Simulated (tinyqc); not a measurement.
Hole mobility in a silicon inversion layer, empirical terms and Matthiessen rule: one step of the calculation.

Inversion layer of sheet density Ns on a uniformly doped body. The mobility terms are empirical power laws with prefactors chosen for the exercise; adding their inverses (Matthiessen) is itself an approximation.

Task. Mobility terms and their sum. With t = T/(300 K): muC = Ac (Ns/1e12 cm^-2) t/(Nb/1e17 cm^-3 + Nit/1e11 cm^-2), muP = Ap E^(-1/3) t^(-1.75), muS = As E^(-gs); 1/mu is the sum of the inverses.

Values chosen for this exercise; material values close to those of silicon:
- T = 300 K (temperature)
- Nb = 2.3e17 cm^-3 (body doping)
- Ap = 125 cm^2/(V s) (phonon-limited mobility at 1 MV/cm and 300 K)
- As = 270 cm^2/(V s) (roughness-limited mobility at 1 MV/cm)
- gs = 1.3 (exponent of the roughness term)
- Ac = 2000 cm^2/(V s) (Coulomb prefactor)
- Nit = 1.7e10 cm^-2 (charge at the interface)
- Ns = 1.1e12 cm^-2 (inversion density)

E = 0.30904071 MV/cm

Wanted: terms; mu; shares of 1/mu.

Result.

terms (cm^2/(V s)): Coulomb 890.69, phonon 184.89, roughness 1242.6
mu = 136.31 cm^2/(V s)
shares of 1/mu (%): Coulomb 15.304, phonon 73.727, roughness 10.969

The phonon term limits most.

Numbers from tinyqc (`OMP_NUM_THREADS=1 python tinyqc.py 2510109 2510110 out.jsonl`; about 0.01 s on one thread of a shared Intel Xeon 2.30GHz).
